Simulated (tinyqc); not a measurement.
# Resistance of a source-drain extension with a graded tip: effects of single changes

y runs along the channel, the gate covers y > 0. The doping is N0 for y < y0 and N0 10^(-(y - y0)/la) beyond, uniform over the depth xj. Sheet conductance s(y) = q mu(N) max(N - Nch, 0) xj + (for y > 0) ma Cox Vo, with mu(N) = u0 + (u1 - u0)/(1 + (N/Nr)^au) and Cox = eps0 eox/tox. Current is taken as one-dimensional; depletion of the tip, spreading and the contact are left out. The metallurgical junction lies at yj, where N = Nch.

Parameters, values chosen for the exercise; mobility law close to that of holes in silicon: relative permittivity of the gate insulator (close to silicon dioxide) eox = 3.9; insulator thickness tox = 2.3 nm; active doping of the extension far from the gate N0 = 1.1e20 cm^-3; lateral abruptness la = 2.5 nm/decade; position under the gate where the fall begins (gate edge at 0) y0 = 0.9 nm; depth of the extension xj = 16 nm; channel doping Nch = 2e18 cm^-3; spacer length Ls = 14 nm; gate overdrive Vo = 0.38 V; mobility of the gate-induced layer ma = 52 cm^2/(V s); mobility at low doping u1 = 470.5 cm^2/(V s); mobility at high doping u0 = 44.9 cm^2/(V s); reference doping Nr = 2.23e17 cm^-3; exponent au = 0.719; gate length Lg = 60 nm.

Constants: q = 1.602176634e-19 C, eps0 = 8.8541878128e-14 F/cm where lengths are in cm. Results are converted to the units shown.

Each table varies one quantity; the others keep the values above.

## Abruptness at a fixed junction position

R_spacer = integral of dy/s from -Ls to 0, R_ov from 0 to yj, R_channel = (Lg - 2 yj)/(ma Cox Vo), R_total = 2 R_spacer + 2 R_ov + R_channel. Electrical length L_eff = ma Cox dR_total/d(1/Vo); R_series = R_total - L_eff/(ma Cox Vo). y0 is moved with la so that yj stays at 5.2509 nm.

The same in every row: yj (nm) = 5.251; R_channel (ohm um) = 1668.

Abruptness at a fixed junction position:

| la (nm/decade) | R_spacer (ohm um) | R_ov (ohm um) | R_total (ohm um) | L_eff (nm) | R_series (ohm um) |
|---|---|---|---|---|---|
| 1 | 10.16 | 14.71 | 1718 | 49.81 | 39.11 |
| 2.2 | 10.16 | 27.90 | 1745 | 50.19 | 52.89 |
| 3.4 | 10.28 | 40.96 | 1771 | 50.56 | 66.69 |
| 4.6 | 12.24 | 52.32 | 1798 | 50.93 | 81.03 |
| 5.8 | 16.47 | 61.73 | 1825 | 51.27 | 96.55 |
| 7 | 22.62 | 69.63 | 1853 | 51.60 | 113.6 |
| 8.2 | 30.37 | 76.38 | 1882 | 51.91 | 132.2 |
| 9.5 | 40.30 | 82.68 | 1914 | 52.22 | 154.2 |

As la goes from 1 to 9.5 nm/decade, R_total rises from 1720 to 1910 ohm um, R_spacer rises from 10.2 to 40.3 ohm um and R_ov rises from 14.7 to 82.7 ohm um. R_total changes on average by 23.1 ohm um for each nm/decade. L_eff exceeds the metallurgical length by 0.316 nm in the first row and 2.72 nm in the last, since the gate also controls the lightly doped tips.

## Effect of the active doping of the extension far from the gate

Same model as above.

Effect of the active doping of the extension far from the gate:

| N0 (cm^-3) | yj (nm) | R_spacer (ohm um) | R_ov (ohm um) | R_channel (ohm um) | R_total (ohm um) | L_eff (nm) | R_series (ohm um) |
|---|---|---|---|---|---|---|---|
| 2e19 | 3.400 | 49.70 | 30.33 | 1793 | 1953 | 53.99 | 133.5 |
| 3.1e19 | 3.876 | 33.15 | 30.71 | 1761 | 1889 | 53.03 | 101.3 |
| 4.7e19 | 4.328 | 22.56 | 30.94 | 1731 | 1838 | 52.13 | 80.61 |
| 7.2e19 | 4.791 | 15.16 | 31.10 | 1699 | 1792 | 51.20 | 66.12 |
| 1.1e20 | 5.251 | 10.16 | 31.19 | 1668 | 1751 | 50.28 | 56.33 |
| 1.7e20 | 5.724 | 6.706 | 31.25 | 1637 | 1713 | 49.34 | 49.55 |
| 2.6e20 | 6.185 | 4.453 | 31.29 | 1606 | 1677 | 48.41 | 45.12 |
| 4e20 | 6.653 | 2.930 | 31.31 | 1574 | 1642 | 47.48 | 42.13 |

Read the table: what changes, and by how much?

As N0 goes from 2e19 to 4e20, R_total falls from 1950 to 1640 ohm um, L_eff falls from 54.0 to 47.5 nm and R_series falls from 134 to 42.1 ohm um.

Numbers from tinyqc (`OMP_NUM_THREADS=1 python tinyqc.py 2282004 2282005 out.jsonl`; about 0.06 s on one thread of a shared Intel Xeon 2.30GHz).
